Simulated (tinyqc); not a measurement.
Ballistic transport through the one-dimensional subbands of a rectangular nanowire or nanosheet channel: one step, computed by the program tinyqc. Command: `OMP_NUM_THREADS=1 python tinyqc.py 3028485 3028486 out.jsonl wire walk`. One thread of a shared host (Intel(R) Xeon(R) Processor @ 2.30GHz), about 0.03 s of CPU time with the checks.

Hard walls, parabolic subbands, transport along x. Energies are counted from the bulk conduction band edge at the top of the barrier, which the gate pulls down by U; the source Fermi level lies at the bulk edge when U = 0.

Problem. Subbands. E_pq = (hbar^2 pi^2/2)(p^2/(m_y b^2) + q^2/(m_z a^2)); valley pairs: (m_x, m_y, m_z) = (m_t, m_t, m_l), (m_t, m_l, m_t), (m_l, m_t, m_t), each with degeneracy g = 2; the 10 lowest subbands are kept.

Inputs (values chosen for the exercise, modelled on silicon):
```
quantity,value,unit
light mass m_t,0.18,m_0
heavy mass m_l,0.904,m_0
height a,3.1,nm
width b,3.6,nm
```

Valleys: silicon [100] wire.

Constants: hbar^2/(2 m_0) = 3.80998212 eV angstrom^2; k_B = 8.617333262e-05 eV/K.

Give: Subbands.

Solution.

Subbands:
```
valley axis,p,q,E (meV),m_x (m_0)
z,1,1,204.5,0.180
y,1,1,249.5,0.180
z,1,2,334.3,0.180
y,2,1,345.8,0.180
x,1,1,378.6,0.904
y,3,1,506.2,0.180
z,1,3,550.8,0.180
z,2,1,688.1,0.180
y,4,1,730.9,0.180
z,2,2,817.9,0.180
```
